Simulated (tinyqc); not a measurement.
Carrier lifetime from Shockley-Read-Hall, radiative, Auger and surface recombination: one step, computed by the program tinyqc.

Energies are counted from the top of the valence band. Boltzmann statistics, full ionisation, and equal excess densities of electrons and holes.

Problem. Equilibrium densities. N_c = 2 M_c (2 pi m_e k_B T/h^2)^(3/2) and N_v = 2 (2 pi m_h k_B T/h^2)^(3/2), masses in units of m_0. n_i = sqrt(N_c N_v) exp(-E_g/2 k_B T); majority density N/2 + sqrt(N^2/4 + n_i^2), minority density n_i^2 over it.

Inputs (values chosen for the exercise, with bands modelled on GaP):
```
quantity,value,unit
gap E_g,2.23,eV
electron mass m_e,0.491,m_0
valleys M_c,3,-
hole mass m_h,0.82,m_0
temperature T,250,K
doping N,7.2e+14,cm^-3
```

Doping: p-type. Surface term: two equal surfaces.

Constants: m_0 = 9.1093837015e-31 kg; k_B = 1.380649e-23 J/K; h = 6.62607015e-34 J s; k_B = 8.617333262e-05 eV/K.

Give: N_c; N_v; n_i; n_0; p_0.

Solution.

N_c = 1.970e+19 cm^-3

N_v = 1.417e+19 cm^-3

n_i = 5.567e-04 cm^-3

n_0 = 4.304e-22 cm^-3

p_0 = 7.20e+14 cm^-3
